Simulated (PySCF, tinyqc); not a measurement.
RHF in the sto-6g basis, for H3-, spin multiplicity 1, step by step. The basis has no diffuse functions, so it cannot describe the extra electron: this is an exercise in the method, not the real anion. The lowest restricted solution is unstable here: a spin-polarised one lies 0.0123 hartree lower (PySCF). One step of it, computed by the program tinyqc.

Problem. Iteration 4: diagonalisation and new density. Diagonalise F' = X^T F X, C = X C', fill 2 alpha and 2 beta electrons from the bottom; D = 2 C_occ C_occ^T. Each column has its largest component positive (the first on a tie).

Fock matrix F (hartree), lower triangle:
```
           1H 1s     2H 1s     3H 1s
1H 1s   0.157648
2H 1s  -0.182092  0.152230
3H 1s  -0.181961  0.004542  0.152370
```

X:
```
               1          2         3
1H 1s   0.889442  -0.000055  0.593519
2H 1s  -0.608071  -0.715650  0.434425
3H 1s  -0.607520   0.716218  0.434126
```

Give: F' = X^T F X; orbital energies; coefficients C; D after iteration 4.

Solution.

F' = X^T F X (hartree), lower triangle:
```
         1       2        3
1   0.6342
2  -0.0001  0.1515
3  -0.0089  0.0000  -0.0730
```

orbital energies (hartree): MO1 -0.0731, MO2 0.1515, MO3 0.6343

coefficients C:
```
          MO1      MO2      MO3
1H 1s  0.6046   0.0002   0.8819
2H 1s  0.4269  -0.7157  -0.6133
3H 1s  0.4263   0.7162  -0.6130
```

D after iteration 4, lower triangle:
```
        1H 1s    2H 1s   3H 1s
1H 1s  0.7311
2H 1s  0.5159   1.3889
3H 1s  0.5159  -0.6611  1.3894
```
